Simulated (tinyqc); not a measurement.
Wafer bonding and layer transfer: bond energy, gap closing, particles, bonding of dissimilar wafers and hydrogen blisters. Changing the particle radius h. Computed by tinyqc, a small Python program. Command: `OMP_NUM_THREADS=1 python tinyqc.py 3025058 3025059 out.jsonl bond sweep`. One thread of a shared host (Intel(R) Xeon(R) Processor @ 2.30GHz), about 0.01 s of CPU time with the checks.

gamma is the energy per area of each of the two surfaces; plates are isotropic.

Inputs (values chosen for the exercise, with wafer 1 close to silicon):

| quantity | value | unit |
|---|---|---|
| Young's modulus E1 | 166 | GPa |
| Young's modulus E2 | 87.9 | GPa |
| Poisson ratio nu | 0.25 | - |
| thickness t1 | 625 | micrometre |
| thickness t2 | 1000 | micrometre |
| blade thickness t_b | 150 | micrometre |
| crack length L | 18.3 | mm |

Pair: two different wafers.

Method. Two cantilevers opened by t_b: gamma = 3 t_b^2 E1 t1^3 E2 t2^3/(16 L^4 (E1 t1^3 + E2 t2^3)). E' = E1/(1 - nu^2), equal wafers assumed. Void radius in the plate regime: R_v = [(2/3) E' t1^3/gamma]^(1/4) h^(1/2). Below h_crit = 5 sqrt(t1 gamma/E') the wafers deform locally and R_v is of the order of h (taken as h).

One run for each value:

| particle radius h (micrometre) | void radius (micrometre) | critical particle radius (micrometre) |
|---|---|---|
| 0.01 | 1.0000e-02 | 0.30344 |
| 0.024 | 2.4000e-02 | 0.30344 |
| 0.056 | 5.6000e-02 | 0.30344 |
| 0.13 | 1.3000e-01 | 0.30344 |
| 0.32 | 1.2968e+03 | 0.30344 |
| 0.75 | 1.9854e+03 | 0.30344 |
| 1.8 | 3.0757e+03 | 0.30344 |
| 4.2 | 4.6982e+03 | 0.30344 |
| 10 | 7.2495e+03 | 0.30344 |

Describe and explain the trends.

At the high end the exponent of void radius is 0.50, close to 0.50: plate bending. The void radius jumps by orders of magnitude at the critical particle size, where bending of the whole wafer takes over.
